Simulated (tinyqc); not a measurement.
Comparisons within one model: Wannier function of the lower band of a two-orbital chain. A value that a table varies takes the place of the one given here.

H(k) = [[-d/2 - 2 ta cos k, -t1 - t2 exp(-ik)], [-t1 - t2 exp(ik), d/2 - 2 tb cos k]], k in 1/a, Bloch sums with exp(ikR) and without the positions inside the cell. Mesh k_j = 2 pi j/N. Projection gauge: each lower eigenvector u is multiplied by the phase that makes <trial|u> real and positive (the one-band case of Loewdin orthogonalisation). Wannier amplitudes w(R) = (1/N) sum_k exp(ikR) u(k); hoppings H(R) = (1/N) sum_k exp(-ikR) E(k).

Parameters, chosen for this exercise: d = 0.41 eV (A at -d/2, B at +d/2); t1 = 2.31 eV (A-B in the cell); t2 = 1.43 eV (B to A of the next cell); ta = -0.23 eV (A-A between cells); tb = -0.02 eV (B-B between cells); xb = 0.69 a (position of B (A at 0)); th = 60 degrees (trial orbital cos(th) A + sin(th) B in cell 0).

## Convergence with the mesh

Centre and Omega_I from overlaps M_j = u_j^+ diag(1, exp(-i b xb)) u_(j+1), b = 2 pi/N: centre -(1/2 pi) sum arg M, Omega_I = (1/(N b^2)) sum (1 - |M|^2). Largest error of the Fourier interpolation on 41 points from 0 to pi.

Mesh:
```
N   centre (a)  Omega_I (a^2)  H(1) (eV)  largest error (meV)
3      0.22789        0.09452   -0.44067              504.370
4      0.25563        0.11836   -0.56676              121.367
6      0.26125        0.14135   -0.54071               42.170
8      0.26320        0.15494   -0.53706               16.160
12     0.26458        0.16821   -0.53619                3.804
16     0.26506        0.17373   -0.53614                0.868
24     0.26540        0.17794   -0.53613                0.059
```

The interpolation error falls exponentially, from 121.4 meV at N = 4 to 3.804 at N = 12, because the hoppings decay exponentially for an isolated band (smallest gap 1.95 eV). Omega_I carries a finite-difference error and converges as a power: against the value 0.18152 on 400 points it is off by -0.01330 at N = 12 and -0.00358 at N = 24, an exponent of 1.89, near the limit 2.

## Choice of the trial orbital

N = 16. Centre, Omega_I and Omega_D from overlaps (b = 2 pi/N, M_j = u_j^+ diag(1, exp(-i b xb)) u_(j+1); Omega_D = (1/(N b^2)) sum (arg M_j + b centre)^2).

Trial angle:
```
th (deg)  smallest projection  centre (a)  Omega_I (a^2)  Omega_D (a^2)
0                       0.707      0.2651        0.17373        0.02122
15                      0.862      0.2651        0.17373        0.00297
30                      0.936      0.2651        0.17373        0.00056
45                      0.941      0.2651        0.17373        0.00860
60                      0.880      0.2651        0.17373        0.02834
75                      0.736      0.2651        0.17373        0.06860
90                      0.535      0.2651        0.17373        0.15932
```

Omega_I is the same for all. Omega_D is smallest at 30 degrees (0.00056) and largest at 90 (0.15932). The centre does not move.

## Centre against ionicity

N = 24, d varied. Overlaps M_j = u_j^+ diag(1, exp(-i b xb)) u_(j+1), b = 2 pi/N; centre -(1/2 pi) sum arg M_j folded into [0, 1); Omega_I = (1/(N b^2)) sum (1 - |M_j|^2); charge moved is -2 times the shift of the centre from its value at d = 0 (a doubly filled band); weight on A averaged over the mesh.

Against d:
```
d (eV)  centre (a)  charge moved (e)  weight on A  Omega_I (a^2)
-6.0        0.6368           -0.6536        0.115         0.0453
-3.0        0.5679           -0.5158        0.229         0.0998
-1.5        0.4757           -0.3314        0.345         0.1591
-0.5        0.3692           -0.1185        0.456         0.1914
0.0         0.3100            0.0000        0.516         0.1892
0.5         0.2564            0.1071        0.574         0.1747
1.5         0.1774            0.2652        0.669         0.1351
3.0         0.1104            0.3992        0.770         0.0894
6.0         0.0522            0.5155        0.880         0.0445
```

For large positive d the function sits on A (centre 0.052) and for large negative d on B at 0.69 (centre 0.637); at d = 0 it lies at 0.310, on the bond inside the cell, the stronger one. Among these rows the spread is largest at d = -0.5 eV.

## What each parameter does

N = 24: centre (folded into [0, 1)) and Omega_I from overlaps M_j = u_j^+ diag(1, exp(-i b xb)) u_(j+1), b = 2 pi/N: centre = -(1/2 pi) Im ln prod M_j, Omega_I = mean(1 - |M_j|^2)/b^2; and the first two hoppings H(R). Each row changes one parameter from the base and keeps the others.

Results:
```
case             centre (a)  Omega_I (a^2)  H(1) (eV)  H(2) (eV)
base                 0.2654         0.1779    -0.5361     0.0903
d = 0.71 eV          0.2367         0.1667    -0.5219     0.0850
t1 = 2.46 eV         0.2757         0.1697    -0.5425     0.0868
t2 = 1.33 eV         0.2725         0.1673    -0.4944     0.0792
ta = -0.13 eV        0.2796         0.1825    -0.5936     0.0946
xb = 0.74 a          0.2871         0.1942    -0.5361     0.0903
th = 70 degrees      0.2654         0.1779    -0.5361     0.0903
```

The largest shifts from the base row, up to three for each result and ties (the steps differ in size, so this ranks the rows, not the parameters). centre (a): d -0.0287, xb +0.0217, ta +0.0142; unchanged at the printed digits by th. Omega_I (a^2): xb +0.0163, d -0.0112, t2 -0.0107; unchanged at the printed digits by th. H(1) (eV): ta -0.0575, t2 +0.0417, d +0.0142; unchanged at the printed digits by xb and th. H(2) (eV): t2 -0.0111, d -0.0053, ta +0.0044; unchanged at the printed digits by xb and th. The trial angle is a choice of gauge and moves none of these; xb enters the position operator alone, so it leaves the hoppings.

Program tinyqc; command `OMP_NUM_THREADS=1 python tinyqc.py 1480482 1480483 out.jsonl`; about 0.1 s on one thread of a shared Intel(R) Xeon(R) Processor @ 2.30GHz.
